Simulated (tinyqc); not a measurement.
Long runs: velocity against field: Monte Carlo simulation of one carrier in a uniform electric field. Computed by tinyqc, a small Python program. Command: `OMP_NUM_THREADS=1 python tinyqc.py 3018006 3018007 out.jsonl mcfl walk`. One thread of a shared host (Intel(R) Xeon(R) Processor @ 2.30GHz), about 3 s of CPU time with the checks.

The force e F acts along +z. Flights end at the constant total rate Gamma; the part of Gamma that the real rates do not fill is self-scattering, which leaves k unchanged. One valley, no impurities and no intervalley scattering.

Inputs (values chosen for the exercise, for a model polar semiconductor): effective mass m = 0.1 m_0; non-parabolicity alpha = 0.3 1/eV; static permittivity eps_s = 13.3; high-frequency permittivity eps_inf = 7.5; density rho = 6050 kg/m^3; sound velocity v_l = 9580 m/s; acoustic deformation potential D_A = 9.2 eV; optical phonon energy hbar w = 46.7 meV; lattice temperature T = 200 K; electric field F = 0.17 kV/cm; energy E_max up to which Gamma must cover the rates = 0.4 eV; seed of the random numbers = 28230.

Crystal: polar. Band: Kane.

Constants: k_B = 1.380649e-23 J/K; e = 1.602176634e-19 C; hbar = 1.054571817e-34 J s; m_0 = 9.1093837015e-31 kg; hbar = 6.582119569e-16 eV s; eps_0 = 8.8541878128e-12 F/m; k_B = 8.617333262e-05 eV/K.

Method:
- Kane band: hbar^2 k^2/(2 m) = E (1 + alpha E), speed v = hbar k/(m (1 + 2 alpha E)), states per spin, volume and energy g(E) = m k (1 + 2 alpha E)/(2 pi^2 hbar^2); overlap factors are set to 1. Masses are multiplied by m_0 and all formulas are in SI units.
- Phonon occupation N_q = 1/(exp(hbar w/(k_B T)) - 1).
- Acoustic deformation potential (elastic, equipartition, absorption and emission together): 1/tau = 2 pi k_B T D_A^2 g(E)/(hbar rho v_l^2).
- Polar optical, unscreened: W = e^2 w (1/eps_inf - 1/eps_s) m (1 + 2 alpha E') ln|(k + k')/(k - k')| / (4 pi eps_0 hbar^2 k), times N_q for absorption (E' = E + hbar w) and N_q + 1 for emission (E' = E - hbar w > 0), with alpha = 0 for a parabolic band; mean cosine of the angle <cos> = (k^2 + k'^2)/(2 k k') - 1/ln|(k + k')/(k - k')|.
- Gamma is 1.05 times the largest total rate on the grid E = (j + 1/2) E_max/400, j = 0..399.
- On the grid E_j = (j + 1/2) hbar w/12 up to 20 k_B T + 2 hbar w, solve (sum of rates) l(E) = v(E) + W_abs <cos> l(E + hbar w) + W_em <cos> l(E - hbar w); mu_0 = e sum g v l exp(-E/k_B T)/(3 k_B T sum g exp(-E/k_B T)).
- Flight: t = -ln(r1)/Gamma; k_z grows by e F t/hbar; E follows from the band; dz = (E_end - E_start)/(e F).
- Choice: with cumulative rates in the order acoustic, absorption, emission, the process is the first whose sum exceeds r2 Gamma; if none, self-scattering.
- Final state: E' = E, E + hbar w or E - hbar w gives k'. Isotropic processes: cos(theta) = 1 - 2 r3 from the z axis, phi = 2 pi r4, k' (sin theta cos phi, sin theta sin phi, cos theta). Polar processes: cos(b) = [1 + xi - (1 + 2 xi)^r3]/xi, xi = 2 k k'/(k - k')^2, b from the old direction n; new direction cos b n + sin b (cos phi e1 + sin phi e2), e1 = (z x n)/|z x n|, e2 = n x e1.
- Each row: 250 carriers from a thermal start, 1600 flights each, the first half discarded, random numbers not printed; the error is the standard error over ten groups; the mean energy is taken at the ends of flights, which sample time evenly. Fields at which more than 0.02 % of the events exceed Gamma are left out.

Gamma = 37.0427 1e12/s

low-field mobility mu_0 = 5104.44 cm^2/(V s)

Monte Carlo results:
```
F (kV/cm)  drift velocity (1e5 m/s)  error (1e5 m/s)  mu_0 F (1e5 m/s)  mean energy (meV)  real events (%)
0.043                        0.0379            0.020           0.02195               25.8             16.7
0.085                        0.0492            0.015           0.04339               26.7             16.7
0.170                        0.0990            0.018           0.08678               27.2             16.6
0.340                        0.1730            0.014           0.17355               26.5             16.7
0.680                        0.3040            0.017           0.34710               27.3             16.7
```

At the lowest field the drift velocity is 1.73 +/- 0.91 of the ohmic value mu_0 F, at the highest 0.88 +/- 0.05. The mean energy goes from 26 to 27 meV against the parabolic-band thermal value 3 k_B T/2 = 26 meV: the curve ends near the ohmic line. Only 17 to 17 % of the events are real; the rest is the price of a constant Gamma.

Extremes, crossings and ranges named in words are read from the listed rows.
